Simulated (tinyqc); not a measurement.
## Slope factor and drain-induced lowering from three currents

Question. With source and body at 0 V, I = A exp((Vg + dd Vd)/(nf Vt)) (1 - exp(-Vd/Vt)). Find nf, the swing nf Vt ln 10 and dd.

Values chosen for this exercise:
```
symbol,value,unit,meaning
T,300,K,temperature
```

Constants: q = 1.602176634e-19 C, kB = 1.380649e-23 J/K, Vt = kB T/q. Results are converted to the units shown.

currents at (Vg, Vd) = (0, 0.05), (0, 0.9) and (0.11, 0.9) V (nA/um): [0.55365767, 9.6537678, 177.98958]

Solution. The pair at equal Vd gives nf; the pair at equal Vg, after dividing out the factors 1 - exp(-Vd/Vt), gives dd.

nf = 1.46
swing = 86.9 mV/decade
dd = 0.120

Computed by the program tinyqc: `OMP_NUM_THREADS=1 python tinyqc.py 2242145 2242146 out.jsonl`, one thread of a shared Intel Xeon 2.30GHz, about 0.03 s for the whole run.
